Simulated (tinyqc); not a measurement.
Ellipsometry and reflectance of a transparent film on an absorbing substrate: one step of the calculation.

Air (index 1), film, substrate with N2 = n2 - i k2; time factor exp(+i w t). q_j = sqrt(N_j^2 - sin^2 th), root with positive real part. Fresnel coefficients r_s = (q_a - q_b)/(q_a + q_b), r_p = (N_b^2 q_a - N_a^2 q_b)/(N_b^2 q_a + N_a^2 q_b). tan(Psi) exp(i Delta) = R_p/R_s, Delta taken from 0 to 360 degrees.

Problem. Interface coefficients and thickness period. q0, q1, q2 and the coefficients r01 and r12 for p and s; the results repeat in d with the period lam/(2 q1).

Parameters, values chosen for the exercise; indices close to those of silicon nitride on silicon:
```
symbol  value     unit                                  meaning
lam     546.1       nm                               wavelength
th         75  degrees                       angle of incidence
n1      2.031                     index of the transparent film
n2      4.086                            index of the substrate
k2      0.031           extinction coefficient of the substrate
```

Give: q0; q1; q2; r01,p; r01,s; r12,p; r12,s; period.

Solution.

q0 = 0.2588
q1 = 1.787
q2 = 3.970-0.032i
r01,p = -0.2519
r01,s = -0.7469
r12,p = 0.2911-0.0033i
r12,s = -0.3793+0.0034i
period = 152.8 nm

tinyqc, about 0.4 s, one thread, Intel Xeon 2.30GHz (shared host): `OMP_NUM_THREADS=1 python tinyqc.py 2870148 2870149 out.jsonl`
